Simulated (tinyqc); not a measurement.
Thermal, flicker and telegraph noise of a field-effect transistor: one step, computed by the program tinyqc. Command: `OMP_NUM_THREADS=1 python tinyqc.py 3004339 3004340 out.jsonl noise walk`. One thread of a shared host (Intel(R) Xeon(R) Processor @ 2.30GHz), about 0.01 s of CPU time with the checks.

Strong inversion, threshold roll-off and channel-length modulation left out; noise sources are uncorrelated and are given as one-sided spectral densities.

Task: Thermal noise and corner. C_ox = 3.9 eps_0/t; V_c = 2 v_s L/mu; I = W C_ox v_s V_ov^2/(V_ov + V_c); g_m = W C_ox v_s V_ov (V_ov + 2 V_c)/(V_ov + V_c)^2; g_d0 = mu C_ox (W/L) V_ov. Thermal: S_I = 4 k_B T gamma g_d0; input-referred S_V = S_I/g_m^2; corner f_c where flicker equals thermal. Total input noise from 1 Hz to f_c: sqrt(S_V,thermal [f_c ln(f_c/1 Hz) + f_c - 1 Hz]).

Inputs (values chosen for the exercise, modelled on a high-k silicon transistor):

| quantity | value | unit |
|---|---|---|
| width W | 2.6 | micrometre |
| length L | 59 | nm |
| electrical oxide thickness t | 1.8 | nm |
| mobility mu | 140 | cm^2/(V s) |
| saturation velocity v_s | 0.96 | 1e7 cm/s |
| overdrive V_ov | 0.25 | V |
| thermal noise factor gamma | 1 | - |
| frequency f | 3000 | Hz |
| temperature T | 400 | K |

Operating region: saturation. Flicker model: Hooge.

g_m = 1993.699 microsiemens

flicker S_I = 1.448921e-20 A^2/Hz

drain current I = 282.5601 microampere

Constants: k_B = 1.380649e-23 J/K; eps_0 = 8.8541878128e-12 F/m; e = 1.602176634e-19 C.

Give: thermal S_I; input-referred thermal noise; corner frequency f_c; input noise up to f_c; full shot noise 2eI over thermal S_I.

Result:

thermal S_I = 6.536e-23 A^2/Hz

input-referred thermal noise = 4.055 nV/sqrt(Hz)

corner frequency f_c = 6.650e+05 Hz

input noise up to f_c = 12.55 microvolt

full shot noise 2eI over thermal S_I = 1.385

At f the noise is flicker dominated (f_c/f = 222).
